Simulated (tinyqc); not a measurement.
Worked calculation: RHF in the sto-3g basis, for BeH2, spin multiplicity 1. One step of it, computed by the program tinyqc.

Task: Iteration 1: building the Fock matrix. J_ij = sum D_kl (ij|kl), K_ij = sum D_kl (ik|jl); F = H + J - 0.5 K; E = tr D H + tr D J / 2 - 0.25 tr D K + E_nn.

D at the start, order 1Be 1s, 1Be 2s, 1Be 2px, 1Be 2py, 1Be 2pz, 2H 1s, 3H 1s:
$$\begin{pmatrix}
2.057753 & -0.145746 & 0.000000 & -0.001506 & -0.011152 & -0.216555 & -0.214913 \\
-0.145746 & 0.618627 & 0.000000 & -0.019021 & 0.025748 & 0.423788 & 0.431896 \\
0.000000 & 0.000000 & 0.000000 & 0.000000 & 0.000000 & 0.000000 & 0.000000 \\
-0.001506 & -0.019021 & 0.000000 & 0.676662 & -0.000728 & 0.398893 & -0.402559 \\
-0.011152 & 0.025748 & 0.000000 & -0.000728 & 0.001084 & 0.017962 & 0.018232 \\
-0.216555 & 0.423788 & 0.000000 & 0.398893 & 0.017962 & 0.547611 & 0.065202 \\
-0.214913 & 0.431896 & 0.000000 & -0.402559 & 0.018232 & 0.065202 & 0.532394
\end{pmatrix}$$

core Hamiltonian H = T + V (hartree), order 1Be 1s, 1Be 2s, 1Be 2px, 1Be 2py, 1Be 2pz, 2H 1s, 3H 1s:
$$\begin{pmatrix}
-8.698739 & -2.148076 & 0.000000 & -0.002096 & -0.001600 & -0.726077 & -0.625623 \\
-2.148076 & -2.868413 & 0.000000 & -0.008134 & -0.012538 & -1.456564 & -1.351712 \\
0.000000 & 0.000000 & -2.317791 & 0.000000 & 0.000000 & 0.000000 & 0.000000 \\
-0.002096 & -0.008134 & 0.000000 & -2.565651 & -0.000368 & -1.436377 & 1.369541 \\
-0.001600 & -0.012538 & 0.000000 & -0.000368 & -2.318189 & -0.059659 & -0.056120 \\
-0.726077 & -1.456564 & 0.000000 & -1.436377 & -0.059659 & -2.361237 & -0.171427 \\
-0.625623 & -1.351712 & 0.000000 & 1.369541 & -0.056120 & -0.171427 & -2.279303
\end{pmatrix}$$

Two-electron integrals (ij|kl) in chemists' order, unique and non-zero (hartree):
```
(11|11) 2.298831    (21|11) 0.392036    (21|21) 0.079539    (22|11) 0.570988
(22|21) 0.143041    (22|22) 0.417683    (31|31) 0.014607    (32|31) 0.021888
(32|32) 0.092265    (33|11) 0.569578    (33|21) 0.143083    (33|22) 0.417589
(33|33) 0.449859    (41|41) 0.014607    (42|41) 0.021888    (42|42) 0.092265
(43|43) 0.024249    (44|11) 0.569578    (44|21) 0.143083    (44|22) 0.417589
(44|33) 0.401360    (44|44) 0.449859    (51|51) 0.014607    (52|51) 0.021888
(52|52) 0.092265    (53|53) 0.024249    (54|54) 0.024249    (55|11) 0.569578
(55|21) 0.143083    (55|22) 0.417589    (55|33) 0.401360    (55|44) 0.401360
(55|55) 0.449859    (61|11) 0.130211    (61|21) 0.026364    (61|22) 0.047631
(61|33) 0.047279    (61|41) 0.002397    (61|42) 0.004415    (61|44) 0.048359
(61|51) 0.000097    (61|52) 0.000178    (61|54) 0.000044    (61|55) 0.047281
(61|61) 0.009186    (62|11) 0.257173    (62|21) 0.065054    (62|22) 0.200228
(62|33) 0.193352    (62|41) 0.008560    (62|42) 0.047803    (62|44) 0.213767
(62|51) 0.000345    (62|52) 0.001929    (62|54) 0.000824    (62|55) 0.193386
(62|61) 0.023741    (62|62) 0.132123    (63|31) 0.006662    (63|32) 0.029297
(63|43) 0.008784    (63|53) 0.000354    (63|63) 0.013899    (64|11) 0.256337
(64|21) 0.065748    (64|22) 0.212447    (64|33) 0.199987    (64|41) 0.014177
(64|42) 0.075329    (64|44) 0.237111    (64|51) 0.000303    (64|52) 0.001858
(64|54) 0.001144    (64|55) 0.200019    (64|61) 0.025364    (64|62) 0.160918
(64|64) 0.205266    (65|11) 0.010345    (65|21) 0.002653    (65|22) 0.008573
(65|33) 0.008071    (65|41) 0.000303    (65|42) 0.001858    (65|44) 0.008860
(65|51) 0.006674    (65|52) 0.029372    (65|54) 0.008816    (65|55) 0.008781
(65|61) 0.001024    (65|62) 0.006494    (65|64) 0.007723    (65|65) 0.014210
(66|11) 0.420770    (66|21) 0.108465    (66|22) 0.368380    (66|33) 0.341958
(66|41) 0.018619    (66|42) 0.126651    (66|44) 0.420750    (66|51) 0.000751
(66|52) 0.005111    (66|54) 0.003180    (66|55) 0.342086    (66|61) 0.041106
(66|62) 0.295979    (66|64) 0.386007    (66|65) 0.015577    (66|66) 0.774606
(71|11) 0.111926    (71|21) 0.022680    (71|22) 0.041043    (71|33) 0.040742
(71|41) -0.002046   (71|42) -0.003802   (71|44) 0.041668    (71|51) 0.000081
(71|52) 0.000151    (71|54) -0.000037   (71|55) 0.040743    (71|61) 0.007188
(71|62) 0.017275    (71|64) 0.016634    (71|65) 0.000746    (71|66) 0.028177
(71|71) 0.006794    (72|11) 0.236379    (72|21) 0.059895    (72|22) 0.186344
(72|33) 0.179709    (72|41) -0.007881   (72|42) -0.045383   (72|44) 0.199417
(72|51) 0.000314    (72|52) 0.001807    (72|54) -0.000785   (72|55) 0.179740
(72|61) 0.018456    (72|62) 0.070147    (72|64) 0.066160    (72|65) 0.003391
(72|66) 0.118343    (72|71) 0.018849    (72|72) 0.117156    (73|31) 0.005926
(73|32) 0.026599    (73|43) -0.008182   (73|53) 0.000326    (73|63) 0.006018
(73|73) 0.011814    (74|11) -0.241470   (74|21) -0.062004   (74|22) -0.202490
(74|33) -0.190544   (74|41) 0.012969    (74|42) 0.071199    (74|44) -0.226143
(74|51) -0.000280   (74|52) -0.001776   (74|54) 0.001092    (74|55) -0.190574
(74|61) -0.018271   (74|62) -0.068424   (74|64) -0.060610   (74|65) -0.003247
(74|66) -0.112047   (74|71) -0.020551   (74|72) -0.145731   (74|74) 0.188906
(75|11) 0.009614    (75|21) 0.002469    (75|22) 0.008062    (75|33) 0.007587
(75|41) -0.000280   (75|42) -0.001776   (75|44) 0.008353    (75|51) 0.005937
(75|52) 0.026670    (75|54) -0.008213   (75|55) 0.008240    (75|61) 0.000805
(75|62) 0.003414    (75|64) 0.003167    (75|65) 0.006179    (75|66) 0.005932
(75|71) 0.000818    (75|72) 0.005802    (75|74) -0.007051   (75|75) 0.012095
(76|11) 0.029219    (76|21) 0.007210    (76|22) 0.020132    (76|33) 0.019795
(76|41) -0.000020   (76|42) -0.000158   (76|44) 0.020790    (76|51) 0.000073
(76|52) 0.000336    (76|54) -3.61e-06   (76|55) 0.019804    (76|61) 0.002408
(76|62) 0.009814    (76|64) 0.010548    (76|65) 0.000526    (76|66) 0.018470
(76|71) 0.002083    (76|72) 0.009318    (76|74) -0.010339   (76|75) 0.000502
(76|76) 0.000993    (77|11) 0.400530    (77|21) 0.103404    (77|22) 0.357203
(77|33) 0.331331    (77|41) -0.017170   (77|42) -0.122947   (77|44) 0.408524
(77|51) 0.000684    (77|52) 0.004895    (77|54) -0.003074   (77|55) 0.331453
(77|61) 0.031265    (77|62) 0.123854    (77|64) 0.113436    (77|65) 0.006157
(77|66) 0.207846    (77|71) 0.033673    (77|72) 0.277009    (77|74) -0.367998
(77|75) 0.014652    (77|76) 0.018470    (77|77) 0.774606
```

nuclear repulsion = 3.53441368 hartree

Give: Coulomb J; exchange K; Fock matrix F; total energy of this density.

Result:

Coulomb J (hartree), order 1Be 1s, 1Be 2s, 1Be 2px, 1Be 2py, 1Be 2pz, 2H 1s, 3H 1s:
$$\begin{pmatrix}
6.5202 & 1.2726 & 0.0000 & 0.0013 & 0.0030 & 0.4258 & 0.3659 \\
1.2726 & 2.6947 & 0.0000 & 0.0041 & 0.0177 & 1.3452 & 1.2497 \\
0.0000 & 0.0000 & 2.6216 & 0.0000 & 0.0000 & 0.0000 & 0.0000 \\
0.0013 & 0.0041 & 0.0000 & 2.8306 & 0.0001 & 1.4591 & -1.3867 \\
0.0030 & 0.0177 & 0.0000 & 0.0001 & 2.6219 & 0.0622 & 0.0582 \\
0.4258 & 1.3452 & 0.0000 & 1.4591 & 0.0622 & 2.6019 & 0.1359 \\
0.3659 & 1.2497 & 0.0000 & -1.3867 & 0.0582 & 0.1359 & 2.5292
\end{pmatrix}$$

exchange K (hartree), order 1Be 1s, 1Be 2s, 1Be 2px, 1Be 2py, 1Be 2pz, 2H 1s, 3H 1s:
$$\begin{pmatrix}
4.6258 & 0.8248 & 0.0000 & -0.0006 & -0.0011 & 0.2768 & 0.2377 \\
0.8248 & 0.9383 & 0.0000 & 0.0090 & 0.0357 & 0.6886 & 0.6546 \\
0.0000 & 0.0000 & 0.1679 & 0.0000 & 0.0000 & 0.0000 & 0.0000 \\
-0.0006 & 0.0090 & 0.0000 & 1.0752 & 0.0005 & 0.7393 & -0.7124 \\
-0.0011 & 0.0357 & 0.0000 & 0.0005 & 0.1694 & 0.0322 & 0.0307 \\
0.2768 & 0.6886 & 0.0000 & 0.7393 & 0.0322 & 1.1944 & 0.0620 \\
0.2377 & 0.6546 & 0.0000 & -0.7124 & 0.0307 & 0.0620 & 1.1504
\end{pmatrix}$$

Fock matrix F (hartree), order 1Be 1s, 1Be 2s, 1Be 2px, 1Be 2py, 1Be 2pz, 2H 1s, 3H 1s:
$$\begin{pmatrix}
-4.4915 & -1.2878 & 0.0000 & -0.0005 & 0.0019 & -0.4387 & -0.3786 \\
-1.2878 & -0.6429 & 0.0000 & -0.0085 & -0.0127 & -0.4557 & -0.4293 \\
0.0000 & 0.0000 & 0.2199 & 0.0000 & 0.0000 & 0.0000 & 0.0000 \\
-0.0005 & -0.0085 & 0.0000 & -0.2727 & -0.0005 & -0.3470 & 0.3390 \\
0.0019 & -0.0127 & 0.0000 & -0.0005 & 0.2190 & -0.0136 & -0.0132 \\
-0.4387 & -0.4557 & 0.0000 & -0.3470 & -0.0136 & -0.3565 & -0.0666 \\
-0.3786 & -0.4293 & 0.0000 & 0.3390 & -0.0132 & -0.0666 & -0.3253
\end{pmatrix}$$

total energy of this density = -15.550097 hartree

This density is the starting one.
